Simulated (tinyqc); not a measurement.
# Thin-film transistor with exponential tail and deep states, accumulation layer: effect of the gate capacitance

An undoped film in accumulation, thicker than the space-charge layer. With band bending psi the Fermi level lies E0 - psi below the band edge. Free electrons n = n0 exp(psi/Vt) carry the current; electrons in two exponential distributions of traps, a = a0 exp(psi/Va) and d = d0 exp(psi/Vp), do not. Linear regime, ohmic contacts, traps in equilibrium.

Va = kB Tt/q, Vp = kB Td/q; n0 = Nc exp(-E0/Vt), a0 = Nt th(T/Tt) exp(-E0/Va), d0 = Nd th(T/Td) exp(-E0/Vp), th(x) = pi x/sin(pi x). G(psi) = sum over the three kinds of c0 [V (exp(psi/V) - 1) - psi], field F = sqrt(2 q G/(eps0 eps_r)); Vg = psi + eps0 eps_r F/Ci at the surface. Total charge Q = Ci (Vg - psi_s); free charge Qf = q times the integral of n0 (exp(psi/Vt) - 1)/F over psi from 0 to psi_s; I = (W/L) mb Qf Vd; effective mobility mb Qf/Q.

Values chosen for this exercise; values close to those of an organic semiconductor: temperature T = 250 K; relative permittivity of the semiconductor eps_r = 3.2; density of extended states Nc = 1.1e20 cm^-3; band mobility mb = 2.5 cm^2/(V s); total density of tail states Nt = 1e20 cm^-3; characteristic temperature of the tail Tt = 520 K; total density of deep states Nd = 3.8e17 cm^-3; characteristic temperature of the deep states Td = 1230 K; bulk Fermi level below the band edge E0 = 0.51 eV; ratio W/L WL = 2; drain voltage Vd = 0.05 V; gate voltage above flat band Vg = 12 V.

Constants: q = 1.602176634e-19 C, kB = 1.380649e-23 J/K, Vt = kB T/q, eps0 = 8.8541878128e-14 F/cm where lengths are in cm. Results are converted to the units shown.

Result of one run:
```
E0 - psi_s (eV)  Q (nC/cm^2)  free share (%)  effective mobility (cm^2/(V s))   I (nA)
0.1888                 98.10          0.2287                         0.005718  0.05609
```

Which gate capacitance Ci gave this result: 5.3, 8.4, 13 or 21 nF/cm^2?

Ci = 8.4 nF/cm^2.

The whole series:
```
Ci (nF/cm^2)  E0 - psi_s (eV)  Q (nC/cm^2)  free share (%)  effective mobility (cm^2/(V s))    I (nA)
3.4                    0.2713        39.99         0.02988                         7.469e-4  0.002987
5.3                    0.2307        62.12         0.08140                         0.002035   0.01264
8.4                    0.1888        98.10          0.2287                         0.005718   0.05609
13                     0.1494        151.3          0.5987                          0.01497    0.2265
21                     0.1069        243.5           1.669                          0.04172     1.016
32                    0.07072        369.9           3.918                          0.09795     3.624
51                    0.03283        587.7           9.175                           0.2294     13.48
```

As Ci goes from 3.4 to 51 nF/cm^2, the free share rises from 0.0299 to 9.18 %, the distance of the Fermi level from the edge falls from 0.271 to 0.0328 eV and the current rises from 0.00299 to 13.5 nA. At Ci = 51 nF/cm^2 the surface Fermi level is within 2 Vt of the band edge, where the exponential forms fail. At Ci = 51 nF/cm^2 the th form, which assumes a Fermi level far below the edge, overcounts the filled tail at the surface by more than 15 %.

Numbers from tinyqc (`OMP_NUM_THREADS=1 python tinyqc.py 2610062 2610063 out.jsonl`; about 0.02 s on one thread of a shared Intel Xeon 2.30GHz).
